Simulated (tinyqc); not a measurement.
Inside a calculation: charge neutrality level from zone-averaged pseudopotential bands. Values are carried at full precision from step to step, so a last printed digit may differ when a step is redone from the rounded ones.

Empirical pseudopotential on the fcc lattice, atoms at +/- tau, tau = a (1,1,1)/8, no spin-orbit coupling. H(G,G') = c (2 pi/a)^2 |k + G|^2 delta + VS(q) cos(q.tau) + i VA(q) sin(q.tau), q = G - G', c = hbar^2/2m0; k and G in units of 2 pi/a; VS at |q|^2 = 3, 8, 11 and VA at 3, 4, 11, in rydberg, zero elsewhere. At each k the basis holds all G with |k + G|^2 up to 16; energies are counted from the fourth level at Gamma.

Mesh: k = sum_i (n_i + 1/2)/N b_i, n_i = 0 ... N - 1, b = (-1,1,1), (1,-1,1), (1,1,-1); points with the same sorted |kx|, |ky|, |kz| after folding to the shortest k + G are joined, with their count as weight. Neutrality (branch-point) level: E_N = (1/2) mean over k of [E5 + (E3 + E4)/2], E_n the n-th level from below.

Constants: hbar^2/2m0 = 3.80998211 eV angstrom^2; Ry = 13.60569312 eV.

Values chosen for the exercise (classic local form factors of the size used for Si, without spin-orbit coupling; shifted at random, so the results belong to these values and not to a real crystal): a = 5.434 angstrom (lattice constant); VS = (-0.214, 0.04, 0.081) Ry (symmetric form factors); VA = (0, 0, 0) Ry (antisymmetric form factors); mesh = 3 (points along each reciprocal vector).

## Levels on the mesh

Diagonalise at each joined point.

Levels (eV):
```
kx          ky      kz  weight       E3       E4      E5      E6
0.1667  0.1667  0.1667       2  -0.4425  -0.4425  2.9261  4.1334
0.5000  0.1667  0.1667       6  -2.0532  -1.8115  2.4253  4.6420
0.5000  0.5000  0.1667       6  -3.1749  -1.3514  2.9638  4.6485
0.5000  0.5000  0.5000       1  -1.2731  -1.2731  1.9018  4.0217
0.8333  0.1667  0.1667       6  -3.7729  -2.6749  1.4050  3.1355
0.8333  0.5000  0.1667       6  -4.1644  -2.8617  3.7877  4.1593
```

## Gaps

Level 5 at Gamma, at the lowest of (f,0,0) with f = 0.8, 0.85, 0.9, 1, and at (1/2,1/2,1/2).

gaps to Gamma, Delta/X, L (eV): 3.4346  0.8933  1.9018

## The neutrality level

Energies are counted from the valence top at Gamma. E_N = (1/2) weighted mean of [E5 + (E3 + E4)/2]. Compare with half the smallest indirect gap, min(Delta/X, L)/2, and give the barrier for electrons in the limit of full pinning, min(gaps) - E_N.

mean of E5 = 2.6387 eV
mean of (E3 + E4)/2 = -2.5093 eV
E_N = 0.0647 eV
half the indirect gap = 0.4467 eV
pinned barrier for electrons = 0.8286 eV

E_N lies at 7 % of the gap from the valence top, so pinned contacts have the lower barrier for holes. The two estimates differ by 0.38 eV; both rules are good to a few tenths of an eV only, so a position within that distance of a band edge or of mid-gap is not settled. Local form factors place the indirect gaps only to a few tenths of an eV, and E_N moves with them. Spin-orbit coupling, left out, would lift the valence top by a third of its splitting.

## Checks

- Sum of the weights against N^3: both 27.

Run: tinyqc, `OMP_NUM_THREADS=1 python tinyqc.py 1880260 1880261 out.jsonl`; Intel(R) Xeon(R) Processor @ 2.30GHz, one thread, shared host; about 0.08 s of CPU time with all checks.
